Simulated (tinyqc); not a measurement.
LDA (VWN5) atom on a uniform radial grid, spin-unpolarised, for B+, step by step. Computed by tinyqc, a small Python program that keeps every step. Settings: Z = 5, points = 64, R = 8.2, functional = lda,vwn, mixing = 0.6, iteration cap = 72. Command: `OMP_NUM_THREADS=1 python tinyqc.py 31211 31212 out.jsonl` (the two numbers bound the seeds that draw the settings). One thread of a shared host (Intel(R) Xeon(R) Processor @ 2.60GHz), about 0.02 s of CPU time with the checks. Later iterations appear only in the table of the cycle.

## Iteration 1

Spherical atom on a uniform radial grid r_j = j h with h = R/(N + 1), h sum u^2 = 1 and integrals as h times sums, u(0) = u(R) = 0 (atomic units):
```
parameter           value
Z                       5
points N               64
R                8.200000
h                0.126154
mixing           0.600000
electrons in 1s         2
electrons in 2s         2
```

Three-point differences turn -u''/2 + [l(l+1)/2r^2 - Z/r + V] u = e u into a tridiagonal matrix (diagonal 1/h^2 + potential, off-diagonal -1/2h^2). D = sum f u^2; the Hartree potential y/r solves y'' = -D/r with y(0) = 0, y(R) = N_e; v_xc comes from rho = D/(4 pi r^2); E = sum f e - int D V + int D (V_H/2 + eps_xc); V(new) = V + mixing (V_H + v_xc - V).

eigenvalues (hartree): 1s -11.4557, 2s -3.0509

Every 4th grid point:
```
r         V in     u(1s)      u(2s)         D     V_H       v_xc
0.5046  0.0000    0.9603    -0.2398    1.9593  5.7321    -0.9119
1.0092  0.0000    0.1777    -0.9592    1.9034  3.5994    -0.5857
1.5138  0.0000    0.0247    -0.7715    1.1915  2.5866    -0.3946
2.0185  0.0000    0.0030    -0.4343    0.3772  1.9742    -0.2334
2.5231  0.0000  3.52e-04    -0.2063    0.0852  1.5844    -0.1306
3.0277  0.0000  3.91e-05    -0.0887    0.0157  1.3210    -0.0708
3.5323  0.0000  4.22e-06    -0.0357    0.0025  1.1324    -0.0374
4.0369  0.0000  4.46e-07    -0.0137  3.75e-04  0.9909    -0.0192
4.5415  0.0000  4.65e-08    -0.0051  5.15e-05  0.8808    -0.0096
5.0462  0.0000  4.78e-09    -0.0018  6.68e-06  0.7927    -0.0047
5.5508  0.0000  4.86e-10    -0.0006  8.31e-07  0.7206    -0.0023
6.0554  0.0000  4.91e-11  -2.23e-04  9.95e-08  0.6606    -0.0011
6.5600  0.0000         0  -7.60e-05  1.16e-08  0.6098    -0.0005
7.0646  0.0000         0  -2.54e-05  1.29e-09  0.5662  -2.34e-04
7.5692  0.0000         0  -8.00e-06  1.28e-10  0.5285  -1.04e-04
8.0738  0.0000         0  -1.20e-06         0  0.4954  -2.83e-05
```

total energy = -21.066805 hartree

## Iteration 2

As before.

eigenvalues (hartree): 1s -7.7609, 2s -1.4065

Every 4th grid point:
```
r         V in     u(1s)      u(2s)         D     V_H       v_xc
0.5046  2.8921    1.0147    -0.0713    2.0696  5.3329    -0.9278
1.0092  1.8082    0.2418    -0.7588    1.2684  3.3674    -0.5164
1.5138  1.3152    0.0454    -0.8206    1.3510  2.4949    -0.4101
2.0185  1.0445    0.0078    -0.6217    0.7730  1.9471    -0.2901
2.5231  0.8723    0.0013    -0.4015    0.3223  1.5776    -0.1946
3.0277  0.7502  1.99e-04    -0.2368    0.1122  1.3195    -0.1272
3.5323  0.6570  3.08e-05    -0.1319    0.0348  1.1320    -0.0818
4.0369  0.5830  4.69e-06    -0.0706    0.0100  0.9908    -0.0520
4.5415  0.5227  7.07e-07    -0.0367    0.0027  0.8807    -0.0327
5.0462  0.4728  1.06e-07    -0.0187    0.0007  0.7927    -0.0203
5.5508  0.4310  1.57e-08    -0.0093  1.75e-04  0.7206    -0.0125
6.0554  0.3957  2.32e-09    -0.0046  4.24e-05  0.6606    -0.0076
6.5600  0.3656  3.41e-10    -0.0022  9.96e-06  0.6098    -0.0045
7.0646  0.3396  4.99e-11    -0.0010  2.20e-06  0.5662    -0.0027
7.5692  0.3170         0  -4.39e-04  3.85e-07  0.5285    -0.0015
8.0738  0.2972         0  -7.69e-05  1.18e-08  0.4954  -4.45e-04
```

total energy = -21.888235 hartree

## Convergence

Stop when input and output potentials agree to 1e-7.

Course of the cycle (hartree):
```
iteration           E     e(1s)    e(2s)  largest |V(out) - V(in)|
1          -21.066805  -11.4557  -3.0509                  7.92e+00
2          -21.888235   -7.7609  -1.4065                  2.28e+00
3          -21.987637   -6.6585  -0.9147                  6.04e-01
4          -21.997247   -6.3488  -0.7622                  1.54e-01
5          -21.998078   -6.2655  -0.7138                  4.10e-02
6          -21.998150   -6.2437  -0.6980                  1.18e-02
7          -21.998156   -6.2380  -0.6928                  3.98e-03
8          -21.998157   -6.2366  -0.6910                  1.37e-03
9          -21.998157   -6.2363  -0.6904                  4.77e-04
10         -21.998157   -6.2362  -0.6902                  1.69e-04
11         -21.998157   -6.2362  -0.6901                  6.03e-05
12         -21.998157   -6.2362  -0.6901                  2.17e-05
13         -21.998157   -6.2362  -0.6900                  7.93e-06
14         -21.998157   -6.2362  -0.6900                  3.08e-06
15         -21.998157   -6.2362  -0.6900                  1.23e-06
16         -21.998157   -6.2362  -0.6900                  4.92e-07
17         -21.998157   -6.2362  -0.6900                  1.97e-07
18         -21.998157   -6.2362  -0.6900                  7.85e-08
```

Converged in 18 iterations. A uniform grid resolves the cusp poorly: for a bare nucleus this grid gives 1s at -11.45572 against -Z^2/2 = -12.5 hartree. Before convergence this energy mixes input and output and is not variational, so it may rise towards its limit.
